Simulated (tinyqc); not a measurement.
Minimum-mode following (dimer method) and harmonic rate on a two-dimensional model surface: one step, computed by the program tinyqc. Command: `OMP_NUM_THREADS=1 python tinyqc.py 3006060 3006061 out.jsonl dimer walk`. One thread of a shared host (Intel(R) Xeon(R) Processor @ 2.30GHz), about 0.01 s of CPU time with the checks.

V(x, y) = -A (cos kx + cos ky) - B cos kx cos ky + (C sin ky + S sin kx)(1 - cos kx), k = 2 pi/a; the atom hops from the minimum at (0, 0) to that at (a, 0).

Problem. Stationary points. Newton steps x(new) = x - H^-1 grad V (moves limited to 0.3 angstrom) from (0, 0), (a, 0) and (a/2, 0) give the two minima and the saddle.

Inputs (values chosen for the exercise, for a model surface): amplitude A = 0.26 eV; amplitude B = 0.12 eV; skew C = 0.1 eV; asymmetry S = 0.047 eV; period a = 3.5 angstrom.

Surface: adatom on a square lattice.

Give: positions; energies; barrier from the start.

Solution.

positions (angstrom), rows start, end, saddle, columns x, y:
$$\begin{pmatrix}
0.0000 & 0.0000 \\
3.5000 & 0.0000 \\
1.5664 & -0.5156
\end{pmatrix}$$

energies (eV): start -0.64000, end -0.64000, saddle 0.03204

barrier from the start = 0.67204 eV
